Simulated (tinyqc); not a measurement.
Correction of a charged-defect supercell by a model charge and potential alignment (plane-averaged potentials). Inputs raised by 2 %, one at a time. Computed by tinyqc, a small Python program. Command: `OMP_NUM_THREADS=1 python tinyqc.py 3112252 3112253 out.jsonl align sens`. One thread of a shared host (Intel(R) Xeon(R) Processor @ 2.30GHz), about 0.02 s of CPU time with the checks.

The "true" defect charge is (1 - x) q in a Gaussian of width sigma plus x q in one of width sigma_t, so the exact answer is known; the correction sees only a single model Gaussian of width sigma_m. A Gaussian of width s has the transform rho(G) = exp(-G^2 s^2/2), normalised to 1. A uniform background cancels q, so G = 0 is left out. Potentials are those felt by a unit positive charge. E_0 is the formation energy of the isolated defect, E_cell its value in the supercell, E_lat = E_iso - E_per of the model charge, C the true less the model potential far from the defect; the exact correction is E_0 - E_cell, and the error of a scheme is E_cell plus its correction less E_0.

Inputs (values chosen for the exercise, with screening close to that of silicon):

| quantity | value | unit |
|---|---|---|
| defect charge q | 3 | e |
| dielectric constant eps | 11.2 | - |
| edge of the cubic cell L | 17.1 | angstrom |
| width sigma of the true defect charge | 1.4 | angstrom |
| width sigma_m of the model charge | 0.99 | angstrom |
| share x of the charge in a wide tail | 0 | - |
| width sigma_t of the tail | 2.5 | angstrom |
| formation energy of the isolated defect E_0 | 4.44 | eV |

Constants: e^2/(4 pi eps_0) = 14.39964548 eV angstrom.

Method:
- Periodic energy E_per = (2 pi q^2/(eps L^3)) (e^2/(4 pi eps_0)) sum_(G != 0) rho(G)^2/G^2, G = (2 pi/L)(n1, n2, n3), |n_i| <= 16. Isolated energy: two Gaussians of charges q_a, q_b and widths a, b interact by q_a q_b (e^2/(4 pi eps_0 eps)) sqrt(2/pi)/sqrt(a^2 + b^2), and the self-energy is half the sum over pairs.
- Supercell value E_cell = E_0 + E_per - E_iso for the true charge.
- E_lat = E_iso - E_per for the model charge; point-charge value alpha q^2 e^2/(4 pi eps_0 eps 2 L) with alpha = 2.837297.
- Plane-averaged potential at distance z from the defect: V(z) = (4 pi q/(eps L^3)) (e^2/(4 pi eps_0 e)) sum_(m != 0) rho(G_m) cos(G_m z)/G_m^2, G_m = 2 pi m/L, |m| <= 40.
- C = difference at z = L/2; E_corr = E_cell + E_lat - q C. For charges that have died out at L/2, C = (2 pi q/(eps L^3)) (e^2/(4 pi eps_0 e)) (<s^2> - sigma_m^2), <s^2> = (1 - x) sigma^2 + x sigma_t^2.

Runs:

| input moved | from | to | exact correction (eV) | E_lat (eV) | error without alignment (meV) | error with the point-charge term alone (meV) |
|---|---|---|---|---|---|---|
| base run | - | - | 0.93147 | 0.94571 | 14.248 | 28.498 |
| dielectric constant eps | 11.2 | 11.424 | 0.91320 | 0.92717 | 13.968 | 27.940 |
| edge of the cubic cell L (angstrom) | 17.1 | 17.442 | 0.91429 | 0.92771 | 13.426 | 26.855 |
| width sigma of the true defect charge (angstrom) | 1.4 | 1.428 | 0.93031 | 0.94571 | 15.399 | 29.650 |
| width sigma_m of the model charge (angstrom) | 0.99 | 1.0098 | 0.93147 | 0.94514 | 13.672 | 28.498 |
| width sigma_t of the tail (angstrom) | 2.5 | 2.55 | 0.93147 | 0.94571 | 14.248 | 28.498 |

Exponents ln(y'/y) / ln(x'/x):

| input | exact correction | E_lat | error without alignment | error with the point-charge term alone |
|---|---|---|---|---|
| dielectric constant eps | -1.000 | -1.000 | -1.000 | -1 |
| edge of the cubic cell L | -0.940 | -0.970 | -3.000 | -3 |
| width sigma of the true defect charge | -0.062 | 0.000 | 3.924 | 2 |
| width sigma_m of the model charge | 0.000 | -0.031 | -2.083 | 0 |
| width sigma_t of the tail | 0.000 | 0.000 | 0.000 | 0 |

Among the inputs moved here: exact correction answers most in size to dielectric constant eps (exponent -1.000), next to edge of the cubic cell L (-0.940); its exponent is below 0.0005 for width sigma_m of the model charge, width sigma_t of the tail. Its exponent -1.000 in dielectric constant eps: all terms are screened alike. E_lat answers most in size to dielectric constant eps (exponent -1.000), next to edge of the cubic cell L (-0.970); its exponent is below 0.0005 for width sigma of the true defect charge, width sigma_t of the tail. Error without alignment answers most in size to width sigma of the true defect charge (exponent +3.924), next to edge of the cubic cell L (-3.000); its exponent is below 0.0005 for width sigma_t of the tail. Error with the point-charge term alone answers most in size to edge of the cubic cell L (exponent -3.000), next to width sigma of the true defect charge (+2.000); its exponent is below 0.0005 for width sigma_m of the model charge, width sigma_t of the tail. Its exponent -3.000 in edge of the cubic cell L: the next term after the point charge.
